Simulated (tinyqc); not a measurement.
Phonon transmission through an interface between two chains by Green functions: one step, computed by the program tinyqc.

Two semi-infinite chains (masses m_1, m_2; springs k_1, k_2), motion along the chain. The central region holds the end atom of each chain and one interlayer atom of mass m_b, joined by springs k_b. lambda = omega^2 in eV/(angstrom^2 u); nu = 15.6333042 THz x sqrt(lambda).

Question. Self-energies and the matrix at the probe frequency. In chain i, sin(q_i a/2) = nu/nu_max,i. An outgoing wave makes the next atom move as exp(i q_i a) times the end atom, so the lead adds the self-energy Sigma_i = -k_i exp(i q_i a) to the force-constant matrix; Gamma_i = -2 Im Sigma_i = 2 k_i sin(q_i a). A = lambda M - K - Sigma over the central atoms, with K_ii the sum of the springs at i, K_(i,i+1) = -k_b; G = inverse of A; transmission = Gamma_1 Gamma_2 |G_(first,last)|^2.

Inputs (values chosen for the exercise, for two model chains):
```
quantity             value           unit
mass m_1              70.1              u
spring k_1            5.89  eV/angstrom^2
mass m_2               224              u
spring k_2            9.19  eV/angstrom^2
junction spring k_b   3.41  eV/angstrom^2
interlayer mass m_b    189              u
```

Atoms in the interlayer: one.

probe frequency = 2.849883 THz

band top of chain 1 = 9.063155 THz

band top of chain 2 = 6.333073 THz

Constants: nu for 1 eV/(angstrom^2 u) = 15.6333042 THz.

Give: q_1 a; q_2 a; Gamma_1; Gamma_2; A (complex symmetric).

Answer.

q_1 a = 0.6397 rad

q_2 a = 0.9335 rad

Gamma_1 = 7.033 eV/angstrom^2

Gamma_2 = 14.77 eV/angstrom^2

A (complex symmetric) (eV/angstrom^2):
```
               end of 1  layer 1      end of 2
end of 1  -2.245+3.516i    3.410         0.000
layer 1           3.410   -0.539         3.410
end of 2          0.000    3.410  0.312+7.386i
```
